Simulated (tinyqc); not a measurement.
# Screening length from the swing

Problem. In a simple model of a Schottky-barrier transistor a barrier thinner than d = 4.7 nm is transparent, so the effective barrier is pn - psi (1 - exp(-d/lam)) and the swing beyond flat band is Vt ln 10/(1 - exp(-d/lam)). Find the thermionic swing, lam, and the effective barrier at psi = 0.2 V.

Values chosen for this exercise: temperature T = 350 K; barrier for electrons at both contacts pn = 0.41 eV.

Constants: q = 1.602176634e-19 C, kB = 1.380649e-23 J/K, Vt = kB T/q. Results are converted to the units shown.

swing in the tunnelling range = 80.855706 mV/decade

Answer. The ratio of the two swings is 1 - exp(-d/lam).

Vt ln 10 = 69.4 mV/decade
lam = 2.40 nm
effective barrier = 0.238 eV

Computed by the program tinyqc: `OMP_NUM_THREADS=1 python tinyqc.py 2390003 2390004 out.jsonl`, one thread of a shared Intel Xeon 2.30GHz, about 0.5 s for the whole run.
